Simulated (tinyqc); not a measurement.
# Worked calculation: resistance of a tapered via with liner, size effect and interface

Program tinyqc, `OMP_NUM_THREADS=1 python tinyqc.py 2750197 2750198 out.jsonl`; Intel Xeon 2.30GHz, shared host, one thread, about 0.01 s. Printed values are rounded.

A round via whose diameter grows from db at the bottom as D(z) = db + 2 z/tan(ang). The fill, of diameter D - 2 tl, starts above the bottom liner (thickness fb tl) and has rho = rho0 (1 + ks lam/(D - 2 tl)); the sidewall liner conducts in parallel with it. The bottom liner and the interface are crossed over the full area pi db^2/4. Spreading in the lines above and below is left out.

Values chosen for this exercise; fill metal close to copper: diameter at the bottom db = 11 nm; height hv = 26 nm; sidewall angle ang = 86 degrees; bulk resistivity of the fill rho0 = 1.63 uohm cm; mean free path of the fill lam = 40.4 nm; size-effect factor ks = 1.2; liner on the sidewall tl = 1.6 nm; liner at the bottom over that on the sidewall fb = 0.7; resistivity of the liner rl = 240 uohm cm; interface resistivity at the bottom ri = 2.1e-12 ohm cm^2; ballistic conductance per area, about 3/(4 rho0 lam) Sb = 1.1e15 S/m^2.

Range of the model: The ballistic limit exceeds half of R_fill, so a diffusive resistivity alone understates the resistance.

## Slices of the via

Slices between z0 = fb tl and hv, evaluated at their midpoints: conductance per length pi/4 [(D - 2 tl)^2/rho + (D^2 - (D - 2 tl)^2)/rl], slice resistance = slice height over that. 10 slices.

```
slice    z (nm)    D (nm)  rho (uohm cm)  slice resistance (ohm)
0         2.364  11.33061       11.34912                5.206522
1         4.852  11.67857       10.95025                4.635683
2          7.34  12.02653       10.58283                4.146506
3         9.828  12.37448       10.24328                3.724866
4      12.31600  12.72244       9.928548                3.359465
5      14.80400  13.07039       9.636003                3.041196
6      17.29200  13.41835       9.363382                2.762665
7         19.78  13.76630       9.108717                2.517825
8      22.26800  14.11426       8.870289                2.301704
9      24.75600  14.46222       8.646594                2.110183
```

## Total resistance

R_fill = sum of the slices; R_bottom = rl fb tl/(pi db^2/4); R_interface = ri/(pi db^2/4); ballistic (Sharvin) limit 1/(Sb pi (db - 2 tl)^2/4); ideal cylinder rho0 hv/(pi db^2/4).

parts (ohm): fill 33.80662, bottom liner 28.28486, interface 2.209755
R = 64.30123 ohm
shares (%): fill 52.57538, bottom liner 43.98805, interface 3.43657
ballistic limit = 19.02516 ohm
ideal cylinder = 4.459495 ohm

The fill is the largest part, and R is 14.4 times the ideal cylinder. With 2000 slices R = 64.322 ohm.
